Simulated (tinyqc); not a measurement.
## Crystallisation kinetics and data retention of a phase-change cell: kissinger analysis

Johnson-Mehl-Avrami-Kolmogorov law X = 1 - exp(-y^n), y = integral of k dt, k = (1/100 s) exp[-(Ec q/kB)(1/T - 1/T1)].

Tp is the temperature of the largest dX/dt on a ramp of rate b (b in K/min in the logarithm).

Parameters, values chosen for the exercise; values of the order of Ge-Sb-Te and related chalcogenides:
- Ec = 2.78 eV (activation energy of crystallisation)
- T1 = 464 K (temperature at which the rate k is 1/(100 s))
- n = 2 (Avrami exponent)

Constants: q = 1.602176634e-19 C, kB = 1.380649e-23 J/K. Results are converted to the units shown.

Kissinger analysis:
```
b (K/min)  Tp (K)  q/kB Tp (1/eV)  ln(b/Tp^2)  X at the peak
0.5         451.0           25.73      -12.92         0.6271
1           455.3           25.49      -12.24         0.6271
2           459.7           25.25      -11.57         0.6271
5           465.6           24.92      -10.68         0.6270
10          470.2           24.68      -10.00         0.6269
20          474.8           24.44      -9.330         0.6269
50          481.1           24.12      -8.440         0.6268
100         486.0           23.88      -7.767         0.6268
```

Tp rises from 451 to 486 K. The slope of ln(b/Tp^2) against q/kB Tp between the end rows is -2.779 eV, against Ec = 2.78 eV, and X at the peak stays near 1 - 1/e = 0.632 (0.627 to 0.627).

Range of the model: One Arrhenius rate is assumed; incubation, growth from the boundary and the non-Arrhenius kinetics of the supercooled liquid are left out.

Computed by the program tinyqc: `OMP_NUM_THREADS=1 python tinyqc.py 2490061 2490062 out.jsonl`, one thread of a shared Intel Xeon 2.30GHz, about 0.02 s for the whole run.
